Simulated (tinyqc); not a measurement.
## Depth and level of a trap from the time ratio

Problem. For an oxide trap tc/te = exp(E/Vt) with E = E0 - dpsi - (xt/tox)(Vg - VT - dpsi), dpsi being the rise of the surface potential above its value at threshold. Find xt and E0, and the depth that would be read if dpsi were ignored.

Parameters, values chosen for the exercise: temperature T = 300 K; insulator thickness tox = 2.6 nm.

Constants: q = 1.602176634e-19 C, kB = 1.380649e-23 J/K, Vt = kB T/q. Results are converted to the units shown.

Vg - VT (V): 0.35  0.5
tc/te: 1.4790208  0.46019467
dpsi (V): 0.070041838  0.080343542

Answer. E + dpsi is a straight line in the oxide voltage Vg - VT - dpsi with slope -xt/tox and intercept E0. Ignoring dpsi assigns the motion of the bands to the trap and overstates its depth.

xt = 0.370 nm
E0 = 0.120 eV
depth read without dpsi = 0.523 nm

tinyqc, about 0.01 s, one thread, Intel Xeon 2.30GHz (shared host): `OMP_NUM_THREADS=1 python tinyqc.py 2710020 2710021 out.jsonl`
